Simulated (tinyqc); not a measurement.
Composition from the perpendicular lattice constant.

Inverse problem. The layer is x parts of the first compound and 1 - x of the second, grown coherently on the third as substrate and barrier. Rows of the table: lattice constant a, average valence level Ea on an absolute scale, spin-orbit splitting so, gaps at Gamma, X and L, hydrostatic deformation potentials av and ac (Gamma), shear potential b, elastic constants, electron and heavy-hole (along z) masses. All are interpolated linearly in x; gaps get -C x (1 - x), taken wholly in the conduction band; real line-ups can differ from this model by 0.1 eV or more. In-plane strain e = (a_substrate - a)/a, e_z = -2 (c12/c11) e, volume change 2 e + e_z. X-ray diffraction gives a_z = a (1 + e_z) of the coherent layer. Find x, e and the relaxed Gamma gap.

Values chosen for this exercise:

| symbol | value | unit | meaning |
|---|---|---|---|
| CG | 1.43 | eV | bowing of the Gamma gap |
| CX | 1.2 | eV | bowing of the X gap |
| CL | 1.2 | eV | bowing of the L gap |

Binary compounds, values chosen for the exercise:

|  | close to GaSb | close to GaAs | close to InP |
|---|---|---|---|
| a (angstrom) | 6.096 | 5.653 | 5.869 |
| Ea (eV) | -6.25 | -6.92 | -7.04 |
| so (eV) | 0.753 | 0.344 | 0.111 |
| EG (eV) | 0.731 | 1.43 | 1.35 |
| EX (eV) | 1.04 | 1.91 | 2.18 |
| EL (eV) | 0.821 | 1.73 | 1.93 |
| av (eV) | 0.798 | 1.16 | 1.28 |
| ac (eV) | -6.77 | -7.15 | -4.99 |
| b (eV) | -1.99 | -1.71 | -1.68 |
| c11 (GPa) | 89.1 | 120 | 101 |
| c12 (GPa) | 40.5 | 54.4 | 55.3 |
| me (m0) | 0.0385 | 0.0678 | 0.0789 |
| mh (m0) | 0.246 | 0.351 | 0.525 |

lattice constant along the growth direction = 5.78654106 angstrom

Solution. a_z changes steadily with x, about (1 + 2 c12/c11) times as fast as the relaxed lattice constant, so one composition matches.

x = 0.390
e = 0.742 %
relaxed Gamma gap = 0.817 eV

Program tinyqc, `OMP_NUM_THREADS=1 python tinyqc.py 2690040 2690041 out.jsonl`; Intel Xeon 2.30GHz, shared host, one thread, about 0.01 s.
